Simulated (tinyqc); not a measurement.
# Worked calculation: metal gate on a two-layer dielectric stack with fixed charge and a dipole

Computed by the program tinyqc: `OMP_NUM_THREADS=1 python tinyqc.py 2010079 2010080 out.jsonl`, one thread of a shared Intel Xeon 2.30GHz, about 0.01 s for the whole run. Printed values are rounded.

Gate, layer 2, layer 1, p-type semiconductor; x runs from the gate inwards. Charges are counted in units of +q. psi is the band bending at the surface, positive towards inversion. Classical charge, Boltzmann statistics, no interface traps.

Parameters, values chosen for the exercise; band and dielectric values close to those of silicon, layer 1 close to silicon dioxide, layer 2 close to zirconium oxide: temperature T = 300 K; band gap Eg = 1.14 eV; relative permittivity eps_r = 11.9; conduction-band density of states at T Nc = 2.78e19 cm^-3; valence-band density of states at T Nv = 2.64e19 cm^-3; electron affinity chi = 4.05 eV; acceptor density Na = 1.1e16 cm^-3; work function of the gate metal pM = 4.9 eV; thickness of layer 1, next to the semiconductor t1 = 1.4 nm; relative permittivity of layer 1 e1 = 4.04; thickness of layer 2, next to the gate t2 = 1.5 nm; relative permittivity of layer 2 e2 = 25.2; fixed charge at the semiconductor interface Q1 = 2.4e11 cm^-2; fixed charge between the layers Q2 = 7e11 cm^-2; uniform charge density in layer 1 r1 = 1.4e18 cm^-3; uniform charge density in layer 2 r2 = 1.6e18 cm^-3; flat-band shift by a dipole layer between the layers Vd = 0 V; band bending psi of the working point ps = 0.848 V.

Constants: q = 1.602176634e-19 C, kB = 1.380649e-23 J/K, Vt = kB T/q, eps0 = 8.8541878128e-14 F/cm where lengths are in cm. Results are converted to the units shown.

## Equivalent thickness and work-function difference

EOT = 3.9 (t1/e1 + t2/e2), Cox = eps0/(t1/e1 + t2/e2); phi_ms = pM - (chi + Eg - Vt ln(Nv/Na)).

EOT = 1.58363 nm
Cox = 2.18052 uF/cm^2
share of layer 1 in the EOT = 85.3411 %
phi_ms = -0.0887881 V

## Flat-band voltage, term by term

EOT = 3.9 (t1/e1 + t2/e2), Cox = eps0/(t1/e1 + t2/e2); phi_ms = pM - (chi + Eg - Vt ln(Nv/Na)). Vfb = phi_ms + Vd - (q/eps0) [Q1 (t1/e1 + t2/e2) + Q2 t2/e2 + r1 (t1^2/(2 e1) + t1 t2/e2) + r2 t2^2/(2 e2)]: each charge counts with its electrical distance from the gate.

terms (V): phi_ms -0.0887881, dipole 0.0000000, Q1 -0.0176344, Q2 -0.0075396, r1 -0.0082563, r2 -0.0012925
Vfb = -0.123511 V

Apart from phi_ms the largest term is that of Q1, -17.6 mV; all charges and the dipole together move Vfb by -34.7 mV.

## Threshold voltage

ni = sqrt(Nc Nv) exp(-Eg/(2 Vt)), Eg in volts, pB = Vt ln(Na/ni), Vth = Vfb + 2 pB + sqrt(4 q eps0 eps_r Na pB)/Cox.

ni = 7.19856e9 cm^-3
pB = 0.368120 V
depletion charge = 0.0522907 uC/cm^2
Vth = 0.636710 V

## Charge in the semiconductor

ni = sqrt(Nc Nv) exp(-Eg/(2 Vt)), Eg in volts. Qs = -sign(psi) sqrt(2 q eps0 eps_r Na Vt [exp(-u) + u - 1 + (ni/Na)^2 (exp(u) - u - 1)]), u = psi/Vt.

Qs = -0.101461 uC/cm^2

The surface is in strong inversion: psi exceeds 2 Vt ln(Na/ni) = 0.736 V.

## Fields and voltage drops

Gauss: D = -Qs just inside the semiconductor; going towards the gate subtract q Q1, then q r1 t1, q Q2 and q r2 t2. Field = D/(eps0 e); the drop over a layer is its mean field times its thickness; Vg = phi_ms + Vd + psi + both drops.

D, place layer 2, gate side to semiconductor surface (uC/cm^2): [-0.118998, -0.080546, 0.031607, 0.063009, 0.101461]
field, place layer 2, gate side to semiconductor surface (MV/cm): [-0.053332, -0.036099, 0.088358, 0.176146, 0.096295]
drop over layer 2 = -0.00670734 V
drop over layer 1 = 0.0185153 V
Vg = 0.771020 V

The same Vg follows from Vfb + psi - Qs/Cox. The largest field, 0.176 MV/cm in size, is at: layer 1, semiconductor side.
